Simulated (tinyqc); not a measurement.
Grain growth, pinning, strength and diffusional creep of a polycrystal or thin film: one step, computed by the program tinyqc.

One mean grain size d describes the structure.

Question. Mobility and the sizes at which growth stops. M = M0 exp(-Q_m/(k_B T)). The driving pressure is 2 gamma/d. Zener pinning pressure 3 f gamma/(2 r) stops growth at d_Z = 4 r/(3 f). Grooves where boundaries meet the surface have the angle theta = arcsin(gamma/(2 gamma_s)) and are taken to stop growth at d_h = h/(2 theta), a few film thicknesses; the limit is 1/d_lim = 1/d_Z + 1/d_h.

Inputs (values chosen for the exercise, modelled on aluminium):
```
quantity,value,unit
boundary energy gamma,0.31,J/m^2
mobility prefactor M0,0.00096,m^4/(J s)
activation energy of boundary motion Q_m,1.12,eV
anneal temperature T,381,K
particle volume fraction f,0.00017,-
particle radius r,11,nm
film thickness h,110,nm
surface energy gamma_s,0.8,J/m^2
```

Sample: thin film on a substrate.

Constants: k_B = 8.617333262e-05 eV/K.

Give: mobility M; Zener size d_Z; groove angle theta; groove limit d_h; limit d_lim.

Answer.

mobility M = 1.470e-18 m^4/(J s)

Zener size d_Z = 86275 nm

groove angle theta = 0.1950 rad

groove limit d_h = 282.1 nm

limit d_lim = 281.2 nm

The grooves set the tighter limit.
